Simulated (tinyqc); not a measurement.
Capacitance measurement on a leaky thin oxide: effects of series resistance and leakage: one step of the calculation.

The device is a capacitance C in parallel with a leakage conductance G, in series with Rs and Ls. An impedance meter reports either a parallel pair (Cp, Gp) from Y = 1/Z = Gp + i w Cp or a series pair (Cs, Rm) from Z = Rm + 1/(i w Cs); w = 2 pi f, dissipation D = Gp/(w |Cp|).

Question. True capacitance and conductance. EOT = 3.9 tox/eox; CET = EOT + zc + zp; C = 3.9 eps0 A/CET; G = Jg A/Vs.

Parameters, values chosen for the exercise; values of the order met in thin-oxide MOS capacitors:
- eox = 3.9 (relative permittivity of the gate insulator (close to silicon dioxide))
- tox = 2.4 nm (insulator thickness)
- A = 2500 um^2 (gate area)
- zc = 0.59 nm (oxide-equivalent thickness added by the accumulation layer)
- zp = 0 nm (oxide-equivalent thickness added by gate depletion)
- Jg = 0.0053 A/cm^2 (gate leakage current density, not matched to the thickness)
- Vs = 0.43 V (voltage for an e-fold rise of the leakage)

Constants: eps0 = 8.8541878128e-14 F/cm where lengths are in cm. Results are converted to the units shown.

Give: EOT; CET; C; G.

Answer.

EOT = 2.4000 nm
CET = 2.9900 nm
C = 28.872 pF
G = 0.30814 uS

Program tinyqc, `OMP_NUM_THREADS=1 python tinyqc.py 2022139 2022140 out.jsonl`; Intel Xeon 2.30GHz, shared host, one thread, about 0.01 s.
